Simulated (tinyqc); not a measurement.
Rapid thermal processing of a wafer: radiative balance, ramp and cooling, pattern effects, pyrometer error and spike budget: one step, computed by the program tinyqc. Command: `OMP_NUM_THREADS=1 python tinyqc.py 3112662 3112663 out.jsonl rtp walk`. One thread of a shared host (Intel(R) Xeon(R) Processor @ 2.30GHz), about 0.04 s of CPU time with the checks.

The wafer is opaque and uniform through its thickness unless said otherwise; temperatures in formulas are in kelvin (C + 273.15). sigma = 5.670374419e-12 W/(cm^2 K^4).

Task: Pyrometer error. Signal proportional to eps/(exp(c2/(lambda T)) - 1), c2 = h c/k_B. If the assumed emissivity is too high by the given error, the reading T' solves (1 + error)/(exp(c2/(lambda T')) - 1) = 1/(exp(c2/(lambda T)) - 1). Wien estimate: T' - T = -lambda T^2 ln(1 + error)/c2. Process rates go as exp(-E_a/(k_B T)).

Inputs (values chosen for the exercise, modelled on a hot silicon wafer):
```
quantity                              value        unit
process temperature                    1010           C
starting temperature                    450           C
pyrometer wavelength                    2.3  micrometre
error of the assumed emissivity         5.5           %
activation energy of the process E_a   1.24          eV
```

Constants: h = 6.62607015e-34 J s; c = 299792458 m/s; k_B = 1.380649e-23 J/K; k_B = 8.617333262e-05 eV/K.

Give: c2; c2/(lambda T); reading less true temperature; Wien estimate; rate at T over rate at T', less 1.

Result:

c2 = 14388 micrometre K

c2/(lambda T) = 4.875

reading less true temperature = -13.84 K

Wien estimate = -14.09 K

rate at T over rate at T', less 1 = 13.00 %

Caution: below about 600 C lightly doped silicon is partly transparent at this wavelength, so its emissivity is not yet the hot value early in the ramp.
